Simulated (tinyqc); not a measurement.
Inputs raised by 10 %, one at a time: precursor delivery by bubblers, mass-transport growth and the solid composition of a III-V alloy. Computed by tinyqc, a small Python program. Command: `OMP_NUM_THREADS=1 python tinyqc.py 3028987 3028988 out.jsonl movpe_thermo sens`. One thread of a shared host (Intel(R) Xeon(R) Processor @ 2.30GHz), about 0.01 s of CPU time with the checks.

1 sccm = 44.615 micromol/min; 1 torr = 133.322 Pa. The sources decompose fully at the surface.

Inputs (values chosen for the exercise, modelled on trimethylgallium (source 1) and trimethylindium (source 2) for the vapour pressures):

| quantity | value | unit |
|---|---|---|
| bath temperature T1 | 267 | K |
| bath temperature T2 | 288 | K |
| bubbler pressure p_b | 400 | torr |
| carrier flow F1 | 8.7 | sccm |
| carrier flow F2 | 170 | sccm |
| total flow F_t | 27 | slm |
| group-V flow F_V | 120 | sccm |
| reactor pressure p | 40 | torr |
| growth temperature T | 980 | K |
| diffusivity at 273 K and 760 torr | 0.4 | cm^2/s |
| flow cross-section A | 20 | cm^2 |
| distance from the leading edge z | 13 | cm |
| lattice constant a | 5.61 | angstrom |
| interaction L0 of the solid | 4.52 | kJ/mol |
| vapour fraction x_v of D among the group-V sources | 0.41 | - |
| exchange energy dG_x of AC + (1/2) D2 -> AD + (1/2) C2 | 18 | kJ/mol |

Alloy: mixing on the group-V sites.

constants a, b of source 1 (log10 torr, K): 8.042  1703

constants a, b of source 2 (log10 torr, K): 10.53  3014

Constants: k_B = 1.380649e-23 J/K; R = 8.314462618 J/(mol K).

Method:
- log10 p_v = a - b/T_bath; molar flow = F x 44.615 x p_v/(p_b - p_v) for a saturated bubbler.
- p_i = p n_i/(44615 F_t), F_t in slm; p_V = p F_V/(1000 F_t), counted per molecule supplied; V/III = 44.615 F_V/(n1 + n2); vapour fraction of source 2 = n2/(n1 + n2).
- Mean velocity u = (F_t/A)(760/p)(T/273); D = D0 (T/273)^1.75 (760/p); boundary layer delta = sqrt(pi D z/u); flux = D dp/(delta k_B T); growth rate = flux x a^3/4.
- At high V/III the group-V pressures at the surface equal those supplied, as dimers: p_D2/p_C2 = x_v/(1 - x_v). Equilibrium of the solid AC(1-x)D(x), A standing for the mix of both group-III metals: ln[x/(1 - x)] + L0 (1 - 2x)/(R T) = -dG_x/(R T) + (1/2) ln[x_v/(1 - x_v)]. Growth rate = rate per torr x (p_1 + p_2). Sensitivity dx/dx_v = [1/(2 x_v (1 - x_v))]/[1/(x (1 - x)) - 2 L0/(R T)].

Runs:

| input moved | from | to | molar flow 1 (micromol/min) | V/III ratio | solid fraction x | growth rate (micrometre/h) |
|---|---|---|---|---|---|---|
| base run | - | - | 50.56 | 73.706 | 0.052789 | 1.9527 |
| bath temperature T1 (K) | 267 | 293.7 | 302.55 | 16.492 | 0.052789 | 8.7268 |
| bubbler pressure p_b (torr) | 400 | 440 | 45.43 | 81.749 | 0.052789 | 1.7606 |
| carrier flow F1 (sccm) | 8.7 | 9.57 | 55.62 | 68.909 | 0.052789 | 2.0886 |
| group-V flow F_V (sccm) | 120 | 132 | 50.56 | 81.077 | 0.052789 | 1.9527 |
| growth temperature T (K) | 980 | 1078 | 50.56 | 73.706 | 0.067452 | 2.0238 |
| interaction L0 of the solid (kJ/mol) | 4.52 | 4.972 | 50.56 | 73.706 | 0.050212 | 1.9527 |
| vapour fraction x_v of D among the group-V sources | 0.41 | 0.451 | 50.56 | 73.706 | 0.057409 | 1.9527 |

Exponents ln(y'/y) / ln(x'/x):

| input | molar flow 1 | V/III ratio | solid fraction x | growth rate |
|---|---|---|---|---|
| bath temperature T1 | 18.770 | -15.709 | 0.000 | 15.709 |
| bubbler pressure p_b | -1.124 | 1.087 | 0.000 | -1.087 |
| carrier flow F1 | 1.000 | -0.706 | 0.000 | 0.706 |
| group-V flow F_V | 0.000 | 1.000 | 0.000 | 0.000 |
| growth temperature T | 0.000 | 0.000 | 2.572 | 0.375 |
| interaction L0 of the solid | 0.000 | 0.000 | -0.525 | 0.000 |
| vapour fraction x_v of D among the group-V sources | 0.000 | 0.000 | 0.880 | 0.000 |

To which inputs is each result most sensitive?

Among the inputs moved here: molar flow 1 answers most in size to bath temperature T1 (exponent +18.770), next to bubbler pressure p_b (-1.124); its exponent is below 0.0005 for group-V flow F_V, growth temperature T, interaction L0 of the solid, vapour fraction x_v of D among the group-V sources. V/III ratio answers most in size to bath temperature T1 (exponent -15.709), next to bubbler pressure p_b (+1.087); its exponent is below 0.0005 for growth temperature T, interaction L0 of the solid, vapour fraction x_v of D among the group-V sources. Solid fraction x answers most in size to growth temperature T (exponent +2.572), next to vapour fraction x_v of D among the group-V sources (+0.880); its exponent is below 0.0005 for bath temperature T1, bubbler pressure p_b, carrier flow F1, group-V flow F_V. growth rate answers most in size to bath temperature T1 (exponent +15.709), next to bubbler pressure p_b (-1.087); its exponent is below 0.0005 for group-V flow F_V, interaction L0 of the solid, vapour fraction x_v of D among the group-V sources. Its exponent 0.000 in group-V flow F_V: group III limits the rate.

Caution (all rows): the boundary layer is a quarter or more of the root of the cross-section, so it fills much of the channel and depletion along the flow matters.

Extremes, crossings and ranges named in words are read from the listed rows.
